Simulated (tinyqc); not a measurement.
Inside a calculation. Model: electron mobility of a polar semiconductor by Rode's iterative solution of the Boltzmann equation. Computed by tinyqc, a small Python program that keeps every step. Command: `OMP_NUM_THREADS=1 python tinyqc.py 3003732 3003733 out.jsonl rode walk`. One thread of a shared host (Intel(R) Xeon(R) Processor @ 2.30GHz), about 0.01 s of CPU time with the checks. Intermediate numbers are printed to about 5 digits and carried at full precision; extremes and crossings named in words are read from the listed rows.

The distribution is f(E) + e F l(E) (-df/dE) cos(theta) for a weak field F, theta counted from the force; l(E) is a mean free path. Elastic processes enter by their momentum rate, polar optical phonons by out- and in-scattering terms. One valley only: where upper valleys lie close, measured mobilities are lower. The density n is prescribed, even where a narrow-gap material would have more intrinsic carriers.

Inputs (values chosen for the exercise, modelled on CdS): effective mass m = 0.199 m_0; non-parabolicity alpha = 0.29 1/eV; static permittivity eps_s = 8.7; high-frequency permittivity eps_inf = 5.3; density rho = 4820 kg/m^3; sound velocity v_l = 4310 m/s; acoustic deformation potential D_A = 7.6 eV; optical phonon energy hbar w = 37.3 meV; piezoelectric coupling K = 0.17; electron density n = 1.9e+15 1/cm^3; compensation ratio C = 0; temperature T = 200 K; grid points per phonon energy s = 10; iteration cap = 200.

Band: Kane. Elastic processes: acoustic, piezoelectric, impurity.

Constants: k_B = 8.617333262e-05 eV/K; m_0 = 9.1093837015e-31 kg; e = 1.602176634e-19 C; hbar = 1.054571817e-34 J s; eps_0 = 8.8541878128e-12 F/m; k_B = 1.380649e-23 J/K; hbar = 6.582119569e-16 eV s.

## Fermi level and screening

Kane band: hbar^2 k^2/(2 m) = E (1 + alpha E), speed v = hbar k/(m (1 + 2 alpha E)), states per spin, volume and energy g(E) = m k (1 + 2 alpha E)/(2 pi^2 hbar^2); overlap factors are set to 1. Masses are multiplied by m_0 and all formulas are in SI units. The reduced Fermi level eta = E_F/(k_B T) solves n = 2 Z int g f dE with f = 1/(1 + exp(x - eta)) (Z = 1 unless valleys are given); screening length L_s = sqrt(eps_s eps_0 k_B T/(e^2 dn/deta)), dn/deta = 2 Z int g f (1 - f) dE. Integrals over x = E/(k_B T) use 160 Gauss-Legendre points in u = sqrt(x) from 0 to sqrt(max(eta, 0) + 32). N_I = n (1 + C)/(1 - C).

reduced Fermi level eta = -6.4768

screening length L_s = 66.057 nm

ionised impurity density N_I = 1.90e+15 1/cm^3

## Rates on one ladder of the grid

Phonon occupation N_q = 1/(exp(hbar w/(k_B T)) - 1). Acoustic deformation potential (elastic, equipartition, absorption and emission together): 1/tau = 2 pi k_B T D_A^2 g(E)/(hbar rho v_l^2). Piezoelectric (elastic, unscreened, momentum relaxation): 1/tau = e^2 K^2 k_B T m (1 + 2 alpha E)/(2 pi eps_s eps_0 hbar^3 k), with alpha = 0 for a parabolic band. Singly charged impurities, momentum relaxation: 1/tau = N_I e^4 m (1 + 2 alpha E) Phi/(8 pi (eps_s eps_0)^2 hbar^3 k^3), with alpha = 0 for a parabolic band. Brooks-Herring: Phi = ln(1 + b) - b/(1 + b), b = 4 k^2 L_s^2. Polar optical, unscreened: W = e^2 w (1/eps_inf - 1/eps_s) m (1 + 2 alpha E') ln|(k + k')/(k - k')| / (4 pi eps_0 hbar^2 k), times N_q for absorption (E' = E + hbar w) and N_q + 1 for emission (E' = E - hbar w > 0), with alpha = 0 for a parabolic band; mean cosine of the angle <cos> = (k^2 + k'^2)/(2 k k') - 1/ln|(k + k')/(k - k')|. Energy grid E_j = (j + 1/2) hbar w/s, j = 0, 1, ..., up to (max(eta, 0) + 18) k_B T, so that E_j +/- hbar w are grid points; l = 0 beyond the grid; integrals are sums times the spacing. With f' = f(E'): out-scattering S_o = sum over absorption and emission of W (1 - f')/(1 - f); nu = sum of elastic rates; the in-scattering weights are c+ = W_abs <cos> (1 - f')/(1 - f) for E' = E + hbar w and c- likewise for emission.

Points j = s/2, s/2 + s, ... (the first seven rungs, or as many as the grid holds), rates in 1e12/s:
```
E (meV)     v (m/s)      nu     S_o      c+      c-
20.515   1.8875e+05  3.0063   8.751  3.5571   0.000
57.815   3.1189e+05  2.5684  52.199  4.4075  17.954
95.115   3.9392e+05  2.6925  60.674  4.6074  29.152
132.415  4.5784e+05  2.9035  61.696  4.6593  33.146
169.715  5.1076e+05  3.1421  61.310  4.6622  34.951
207.015  5.5605e+05  3.3927  60.580  4.6466  35.865
244.315  5.9564e+05  3.6498  59.793  4.6241  36.355
```

Points one phonon energy apart are coupled only to each other, so the grid falls into s independent ladders.

## The first two iterations on one ladder of the grid

Iteration: l_new(E) = [v(E) + c+ l(E + hbar w) + c- l(E - hbar w)]/(nu + S_o), from l = 0.

l after iteration 1 (nm): [16.054, 5.695, 6.217, 7.087, 7.925, 8.692, 9.389]

l after iteration 2 (all rungs but the last shown) (nm): [17.777, 11.458, 9.352, 10.849, 12.397, 13.817]

In-scattering lengthens l on the lowest rung by 10.7 % and on the second by 101.2 % in this step.

## The whole iteration

mu = e sum g v l f (1 - f) / (3 k_B T sum g f) over the grid; stop when mu changes by less than 1e-8 of itself.

Course of the iteration:
```
iteration  mu (cm^2/(V s))  relative change
1                   449.37       1.0000e+00
2                   543.56       1.7328e-01
3                   598.35       9.1575e-02
4                   612.02       2.2330e-02
5                   620.44       1.3578e-02
6                   622.60       3.4625e-03
7                   623.98       2.2199e-03
...                    ...              ...
16                  624.70       5.3026e-07
17                  624.70       3.8429e-07
18                  624.70       9.5887e-08
19                  624.70       7.0516e-08
20                  624.70       1.7495e-08
21                  624.70       1.3031e-08
22                  624.70       3.2160e-09
```

mobility mu = 624.70 cm^2/(V s)

iterations = 22

Converged in 22 iterations; mu rises at every step, from 449.4 to 624.7, since each step returns more of the forward-scattered current.

## Approximations against the iterative solution

Self-energy RTA: l = v/(nu + S_o), the first iteration. Momentum RTA: l = v/(nu + S_o - c+ v(E + hbar w)/v - c- v(E - hbar w)/v), listed only where the denominator is positive on the whole grid. The polar-only value solves the same system with nu = 0; the elastic value takes l = v/nu.

Mobilities:
```
method                              mu (cm^2/(V s))  deviation (%)
iterative solution                            624.7           0.00
self-energy RTA                               449.4         -28.07
momentum RTA                                  845.4          35.33
polar phonons alone, exact                    865.9          38.62
elastic processes alone                      3031.9         385.33
Matthiessen's rule on the last two            673.6           7.82
```

self-energy RTA mobility = 449.37 cm^2/(V s)

polar-phonon mobility = 865.94 cm^2/(V s)

elastic mobility = 3031.9 cm^2/(V s)

error of the self-energy RTA = -28.066 %

The self-energy RTA is 28.1 % low: it counts every polar event as a full loss of current, though forward events keep part of it. Here hbar w/k_B T = 2.16. Matthiessen's rule is 7.8 % high. The momentum RTA deviates by +35.3 %.

Checks made by the program: iterated mobility against a direct solution of the banded linear system (relative difference 4e-09).
